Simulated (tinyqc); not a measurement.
## Conversion gain and read noise from the photon-transfer curve

Inverse problem. Temporal variance = CG x mean output + vn^2 (dark signal removed), CG = q As/Cf. Find CG, vn, the read noise in electrons and Cf.

Parameters, values chosen for the exercise: source-follower gain As = 0.85.

Constants: q = 1.602176634e-19 C. Results are converted to the units shown.

temporal variance at mean outputs of 57 and 340 mV (mV^2): [2.856437783, 16.62085169]

Answer. Poisson statistics make the slope equal to CG; the intercept is vn^2.

CG = 48.64 uV/electron
vn = 290.0 uV
read noise = 5.962 electrons
Cf = 2.800 fF

Program tinyqc, `OMP_NUM_THREADS=1 python tinyqc.py 2630061 2630062 out.jsonl`; Intel Xeon 2.30GHz, shared host, one thread, about 0.01 s.
